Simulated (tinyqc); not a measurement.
Thickness of the film: ellipsoidal valleys in the axes of a wafer and a channel.

Valleys with axes a along [111], [1-1-1], [-11-1] and [-1-11], one whole valley each; inverse mass tensor w = 1/mt + (1/ml - 1/mt) a a. Device axes: z = nz/|nz|, x = nx/|nx|, y = z cross x; in them a = (ax, ay, az). Confinement mass mz = 1/w_zz. In the plane w_ij is replaced by u_ij = w_ij - w_iz w_jz/w_zz (i, j = x, y); density-of-states mass md = 1/sqrt(det u); conductivity mass along x mc = 1/u_xx; ballistic transport mass mx = u_yy/det u, width mass my = 1/u_yy.

Hard walls: E_n = c (n pi/t)^2/mz, c = hbar^2/2m0, n = 1, 2, 3. Non-degenerate share of a valley proportional to md sum_n exp(-E_n/kT); mean 1/mc = sum of share/mc. 1 nm = 10 angstrom.

Constants: hbar^2/2m0 = 3.80998211 eV angstrom^2; kB = 8.617333262e-05 eV/K.

Inputs chosen for the exercise (near those of the L valleys of Ge; the results hold for these values, not for the real material):

| symbol | value | unit | meaning |
|---|---|---|---|
| ml | 1.532 | m0 | longitudinal mass |
| mt | 0.081 | m0 | transverse mass |
| nz | (2, 1, 0) |  | surface normal (confinement) |
| nx | (0, 0, 1) |  | channel direction |
| T | 300 | K | temperature |

Share of the lowest ladder and mean conductivity mass.

Results:

| t (nm) | lowest E1 (meV) | spread of E1 (meV) | share of the lowest ladder | mean mc |
|---|---|---|---|---|
| 2.0 | 501.1 | 586.3 | 1.000 | 0.3014 |
| 3.0 | 222.7 | 260.6 | 1.000 | 0.3014 |
| 4.0 | 125.3 | 146.6 | 0.995 | 0.2992 |
| 5.0 | 80.2 | 93.8 | 0.962 | 0.2856 |
| 7.0 | 40.9 | 47.9 | 0.813 | 0.2366 |
| 10.0 | 20.0 | 23.5 | 0.648 | 0.1987 |
| 14.0 | 10.2 | 12.0 | 0.574 | 0.1855 |

How do the results move, and what explains it?

The spread falls as 1/t^2 and passes kT = 25.9 meV between t = 7 and 10 nm; the share of the lowest ladder goes from 1.000 to 0.574 and the mean mass goes from 0.3014 to 0.1855, against 0.1739 for equal shares, the limit of a thick film (the bulk value 3/(1/ml + 2/mt) is 0.1184; the two differ since axes are tilted in the x-z plane and in a quantised film no valley carries current across it; once scattering blurs the subbands the bulk value returns). Three subbands a valley become too few once E3 nears kT. In the thinnest rows E1 (501 meV) is beyond the parabolic range, and the Delta valleys can pass below.

tinyqc: `OMP_NUM_THREADS=1 python tinyqc.py 1880156 1880157 out.jsonl`; about 0.01 s, one thread, shared Intel(R) Xeon(R) Processor @ 2.30GHz.
